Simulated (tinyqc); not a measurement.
Trench capacitor in an array: capacitance, non-linearity, leakage and relaxation: one step of the calculation.

A film between two metal electrodes, each interface adding a series capacitance ci. The small-signal permittivity is ek (1 + aq E^2); the field is found with the linear permittivity. Leakage J = J0 sinh(E/Ef). After a voltage step the film passes a relaxation current kr C V tt^(-nr), tt being the time in seconds. The sidewall is a coaxial capacitor with radii a = dm/2 - t and b = dm/2, depth AR dm; the end face is left out.

Problem. Cell capacitance, fields and time constant. Per length 1/c = ln(b/a)/(2 pi eps0 ek) + (1/a + 1/b)/(2 pi ci); cell capacitance c AR dm; per footprint over pt^2; fields c V/(2 pi eps0 ek r) at r = a and b; resistance of the inner electrode rho AR dm/(pi a^2); time constant R C/3 of the distributed line.

Parameters, values chosen for the exercise; permittivity of the order of that of zirconium oxide:
```
symbol,value,unit,meaning
ek,35.1,,relative permittivity of the film
t,4.5,nm,film thickness
ci,160,uF/cm^2,capacitance of each electrode interface (dead layer and screening)
V,1.7,V,bias
dm,48,nm,diameter of the hole
AR,50,,"aspect ratio, depth over diameter"
pt,70,nm,pitch of the square array
rho,1800,uohm cm,resistivity of the inner electrode
```

Constants: eps0 = 8.8541878128e-14 F/cm where lengths are in cm. Results are converted to the units shown.

Wanted: a; b; cell capacitance; capacitance per footprint; field at a; field at b; R; R C/3.

Solution.

a = 19.50 nm
b = 24.00 nm
cell capacitance = 20.76 fF
capacitance per footprint = 423.8 uF/cm^2
field at a = 3.863 MV/cm
field at b = 3.138 MV/cm
R = 36.16 kohm
R C/3 = 250.3 ps

The array gives 66.7 times the planar capacitance per footprint; curvature makes the field at the inner electrode 1.11 times the planar value.

tinyqc, about 0.01 s, one thread, Intel Xeon 2.30GHz (shared host): `OMP_NUM_THREADS=1 python tinyqc.py 2102117 2102118 out.jsonl`
